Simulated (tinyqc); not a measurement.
# Schottky barrier on an n-type semiconductor, non-linear Poisson equation by Newton steps: effects of single changes

One dimension, metal at x = 0, donor density C(x) = Nd, uniform. Energies are counted from the electron Fermi level of the semiconductor and the conduction-band edge is Ec = -psi, so n = Nc exp(psi/Vt); holes follow the Fermi level of the metal, at -V, so p = Nv exp((V - psi - Eg)/Vt). Ends: psi(0) = V - phiB and psi = Vt ln(Nd/Nc) deep inside. Boltzmann statistics, full ionisation, no current, no image force in the Poisson equation.

Values chosen for this exercise; band and dielectric values close to those of silicon: temperature T = 300 K; band gap Eg = 1.1 eV; relative permittivity eps_r = 11.7; conduction-band density of states at T Nc = 2.82e19 cm^-3; valence-band density of states at T Nv = 2.67e19 cm^-3; donor density deep in the semiconductor Nd = 1.2e17 cm^-3; barrier height phiB = 0.56 eV; bias of the metal against the semiconductor V = 0 V.

Constants: q = 1.602176634e-19 C, kB = 1.380649e-23 J/K, Vt = kB T/q, eps0 = 8.8541878128e-14 F/cm where lengths are in cm. Results are converted to the units shown.

Each table varies one quantity; the others keep the values above.

## Capacitance-voltage profiling

The Poisson equation d/dx(eps0 eps_r dpsi/dx) = -q (p - n + C) is solved on a mesh of about 1000 nodes or more that ends in neutral material. C_s = q d/dV of the integral of n over x, from the linearised equation. Probed depth w = eps0 eps_r/C_s; apparent doping N_app = C_s^3/(q eps0 eps_r dC_s/dV), the derivative by central differences over +/- 0.02 V.

The same in every row: true C(w) (cm^-3) = 1.200e17.

Capacitance-voltage profiling:
```
V (V)  C_s (nF/cm^2)  w (nm)  N_app (cm^-3)  |E_0| (kV/cm)
0              159.2   65.08       1.198e17          120.8
-0.22          127.5   81.28       1.199e17          150.8
-0.44          109.3   94.75       1.200e17          175.8
-0.67          96.79   107.0       1.200e17          198.6
-0.89          88.10   117.6       1.200e17          218.2
-1.11          81.40   127.3       1.200e17          236.2
-1.33          76.02   136.3       1.200e17          252.9
-1.56          71.41   145.1       1.200e17          269.2
-1.78          67.70   153.0       1.200e17          284.0
-2             64.51   160.6       1.200e17          298.0
```

C_s falls from 159 to 64.5 nF/cm^2 while the probed depth goes from 65.1 to 161 nm. The apparent doping stays near 1.20e17 cm^-3. It departs most from the true doping at that depth for V = 0 V, where it is 0.16 % below it; so the doping is read well over the depths probed.

## Effect of the donor density deep in the semiconductor

First integral for uniform doping: E_0^2 = (2 q/(eps0 eps_r)) [Nd (U - Vt + Vt exp(-U/Vt)) + Vt p_0], U = Vbi - V, Vbi = phiB - Vt ln(Nc/Nd), p_0 = Nv exp((phiB - Eg)/Vt) (deep holes neglected). Image-force lowering dphi = sqrt(q E_0/(4 pi eps0 eps_r)), at x_m = sqrt(q/(16 pi eps0 eps_r E_0)). W = sqrt(2 eps0 eps_r U/(q Nd)).

Effect of the donor density deep in the semiconductor:
```
Nd (cm^-3)  Vbi (V)  W (nm)  E_0 (kV/cm)  dphi (mV)  exp(dphi/Vt)    p_0/Nd
1e15         0.2951   617.7        9.126      10.60         1.507  2.264e-5
3.4e15       0.3267   352.5        17.79      14.80         1.772  6.659e-6
1.2e16       0.3593   196.8        35.18      20.81         2.237  1.887e-6
4.1e16       0.3911   111.1        68.06      28.94         3.063  5.522e-7
1.4e17       0.4228   62.50        131.1      40.17         4.730  1.617e-7
4.8e17       0.4547   35.00        252.3      55.73         8.633  4.717e-8
1.6e18       0.4858   19.82        477.1      76.63         19.38  1.415e-8
5.6e18       0.5182   10.94        923.5      106.6         61.80  4.043e-9
```

As Nd goes from 1e15 to 5.6e18, the surface field rises from 9.13 to 923 kV/cm, the lowering rises from 10.6 to 107 mV and W falls from 618 to 10.9 nm. Over the table the lowering goes as Nd^(0.27); the depletion formulas give 1/4 at fixed Vbi. For Nd = 5.6e18 the field exceeds 600 kV/cm, where tunnelling through the top of the barrier adds to any current.

tinyqc, about 0.04 s, one thread, Intel Xeon 2.30GHz (shared host): `OMP_NUM_THREADS=1 python tinyqc.py 2020091 2020092 out.jsonl`
